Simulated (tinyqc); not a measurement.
# One-dimensional ballistic tunnel FET, two-band WKB: effects of single changes

A p-type source for x < 0 with its Fermi level at 0 and its valence edge at ds; in the channel the bands fall as D exp(-x/lam) towards their flat values, with the conduction edge at Ec = ds - dP and D = dP + Eg. The gate moves dP one to one. The drain Fermi level lies at -Vd and the drain side reflects nothing. For w = E - Ec between 0 and dP an electron crosses the gap. Two-band dispersion with equal masses m: inside the gap kappa = sqrt(m u (1 - u/Eg)/C), u the distance from a band edge, C = hbar^2/(2 m0).

Inputs (values chosen for the exercise); band and dielectric values close to those of indium phosphide:
```
symbol,value,unit,meaning
T,300,K,temperature
Eg,1.35,eV,band gap
m,0.098,m0,band-edge mass of the two-band model
lam,4.5,nm,screening length of the source junction
ds,0.1,eV,source valence edge above the source Fermi level
Vd,0.5,V,drain bias
g,1,,number of degenerate subbands (spin apart)
dP,0.27,eV,tunnelling window Ev(source) - Ec(channel)
```

Constants: q = 1.602176634e-19 C, kB = 1.380649e-23 J/K, hbar = 1.054571817e-34 J s, h = 6.62607015e-34 J s, m0 = 9.1093837015e-31 kg, Vt = kB T/q, hbar^2/(2 m0) = 0.0380998212 eV nm^2. Results are converted to the units shown.

Each table varies one quantity; the others keep the values above.

## Effect of the band gap with the mass tied to it

The mass follows the gap, m = 0.098 Eg/1.35 eV. S(w) = 2 lam int_0^Eg kappa(u) du/(w + Eg - u) = 2 pi lam sqrt(m/(C Eg)) [w + Eg/2 - sqrt(w (w + Eg))], T(w) = exp(-S). I = g (2 q^2/h) int_0^dP T(w) [f(E) - f(E + Vd)] dw, E = ds - dP + w, f(x) = 1/(1 + exp(x/Vt)). Swing = d(dP)/d(log10 I).

Effect of the band gap with the mass tied to it:
```
Eg (eV)	T(w = dP)	I (uA)	swing (mV/decade)
0.2	0.5843	4.021	257.8
0.37	0.2156	0.8540	194.2
0.54	0.05940	0.1484	157.7
0.71	0.01334	0.02261	134.1
0.89	0.002327	0.002777	116.9
1.06	3.957e-4	3.547e-4	105.0
1.23	6.113e-5	4.261e-5	95.79
1.4	8.717e-6	4.861e-6	88.42
```

Read the table: what changes, and by how much?

T(w = dP) falls from 0.584 to 8.72e-6 and I falls from 4.02 to 4.86e-6 uA; the swing falls from 258 to 88.4 mV/decade. With m/Eg fixed, S depends on the gap only through w + Eg/2 - sqrt(w (w + Eg)). For Eg = 0.2, 0.37 S at w = dP is below 2, where a WKB prefactor of 1 is a rough guess.

## Output curve

Same model as above.

Output curve:
```
Vd (V)	I (uA)
0.02	3.512e-6
0.09	8.471e-6
0.16	9.183e-6
0.24	9.248e-6
0.31	9.251e-6
0.38	9.251e-6
0.45	9.251e-6
0.53	9.251e-6
0.6	9.251e-6
```

What does the comparison show?

I rises from 3.51e-6 to 9.25e-6 uA; it reaches 95 % of the last value at Vd = 0.16 V among the rows. The drain Fermi level passes the channel conduction edge at Vd = dP - ds = 0.170 V, after which the back flow dies out. The window dP is held fixed.

Program tinyqc, `OMP_NUM_THREADS=1 python tinyqc.py 2620156 2620157 out.jsonl`; Intel Xeon 2.30GHz, shared host, one thread, about 0.01 s.
